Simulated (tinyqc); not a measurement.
Self-consistent Fermi level with native defects, at growth and after a quench: one step, computed by the program tinyqc. Command: `OMP_NUM_THREADS=1 python tinyqc.py 3019459 3019460 out.jsonl scfermi walk`. One thread of a shared host (Intel(R) Xeon(R) Processor @ 2.30GHz), about 0.06 s of CPU time with the checks.

Energies are counted from the top of the valence band (VBM); when the gap shrinks with temperature the conduction band moves and the levels stay. The added dopant is taken as fully ionised. D and A draw on one reservoir with opposite signs, as the two vacancies of a compound do.

Question. Bands at growth. E_g(T) = E_g - slope x max(0, T - 300 K). N_c = 2 M_c (2 pi m_e k_B T/h^2)^(3/2) and N_v = 2 (2 pi m_h k_B T/h^2)^(3/2), masses in units of m_0. At growth T = T_g.

Inputs (values chosen for the exercise, with bands modelled on GaAs):
```
quantity                      value  unit
gap E_g at 300 K               1.42    eV
slope -dE_g/dT above 300 K  0.00047  eV/K
electron mass m_e            0.0673   m_0
valleys M_c                       1     -
hole mass m_h                 0.516   m_0
growth temperature T_g         1120     K
```

Added shallow dopant: acceptor.

Constants: m_0 = 9.1093837015e-31 kg; k_B = 1.380649e-23 J/K; h = 6.62607015e-34 J s; k_B = 8.617333262e-05 eV/K.

Give: E_g(T_g); N_c(T_g); N_v(T_g); k_B T_g.

Answer.

E_g(T_g) = 1.0346 eV

N_c(T_g) = 3.160e+18 cm^-3

N_v(T_g) = 6.710e+19 cm^-3

k_B T_g = 0.09651 eV
